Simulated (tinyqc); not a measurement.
Schottky diode by thermionic emission with image-force lowering and series resistance: one step of the calculation.

Metal on an n-type semiconductor with one parabolic valley; V > 0 is forward bias (metal positive). I = I0 [exp(Vj/(n Vt)) - 1] with Vj = V - I Rs; I0 = S A* T^2 exp(-(phi - dphi)/Vt), the lowering dphi taken at zero bias.

Problem. Junction voltage. Fixed-point step: I = (V - Vj)/Rs, then Vj(new) = n Vt ln(1 + I/I0).

Parameters, values chosen for the exercise; band and dielectric values close to those of silicon: temperature T = 200 K; ideality factor n = 1.1; series resistance Rs = 2.1 ohm; applied bias V = 0.74 V.

Constants: q = 1.602176634e-19 C, kB = 1.380649e-23 J/K, Vt = kB T/q. Results are converted to the units shown.

I0 = 1.4360991e-16 A
Vj at the start = 0.39 V

Wanted: Vj after iteration 1.

Solution.

Vj after iteration 1 = 0.6576 V

Range of the model: One isotropic valley is assumed; bands with several valleys have a larger Richardson constant and Nc.

Numbers from tinyqc (`OMP_NUM_THREADS=1 python tinyqc.py 2640139 2640140 out.jsonl`; about 0.01 s on one thread of a shared Intel Xeon 2.30GHz).
